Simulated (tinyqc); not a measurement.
Threshold-voltage variability of a planar MOSFET, analytic estimates: one step of the calculation.

Three independent sources add in quadrature: random dopants in the depleted layer, metal-gate grains of two orientations, and roughness of the two gate edges acting through the roll-off VT = VT(long) - Vr exp(-L/l). These are first-order estimates: no three-dimensional electrostatics, no percolation.

Problem. Random dopants. ni = sqrt(Nc Nv) exp(-Eg/(2 Vt)), Eg in volts; Cox = 3.9 eps0/ti; Wd = sqrt(4 eps0 eps_r Vt ln(Na/ni)/(q Na)); dopants: s1 = (q/Cox) sqrt(Na Wd/(3 L W)). The slope A1 = s1 sqrt(L W); mean number of dopants Na L W Wd.

Inputs (values chosen for the exercise); material values close to those of silicon:
```
symbol,value,unit,meaning
T,293,K,temperature
Eg,1.1,eV,band gap
eps_r,11.9,,relative permittivity of the semiconductor
Nc,2.67e19,cm^-3,conduction-band density of states at T
Nv,2.55e19,cm^-3,valence-band density of states at T
Na,9.9e17,cm^-3,channel doping
ti,1,nm,oxide-equivalent thickness in inversion
L,32,nm,gate length
W,85,nm,gate width
```

Constants: q = 1.602176634e-19 C, kB = 1.380649e-23 J/K, Vt = kB T/q, eps0 = 8.8541878128e-14 F/cm where lengths are in cm. Results are converted to the units shown.

Wanted: Cox; Wd; mean number of dopants; A1; s1.

Solution.

Cox = 3.453 uF/cm^2
Wd = 35.24 nm
mean number of dopants = 94.90
A1 = 0.5004 mV um
s1 = 9.594 mV

Counting alone, 1/sqrt(N) of the depletion voltage q Na Wd/Cox = 162 mV, would give sqrt(3) times more: dopants deep in the layer act less on the surface.

Numbers from tinyqc (`OMP_NUM_THREADS=1 python tinyqc.py 2090092 2090093 out.jsonl`; about 0.01 s on one thread of a shared Intel Xeon 2.30GHz).
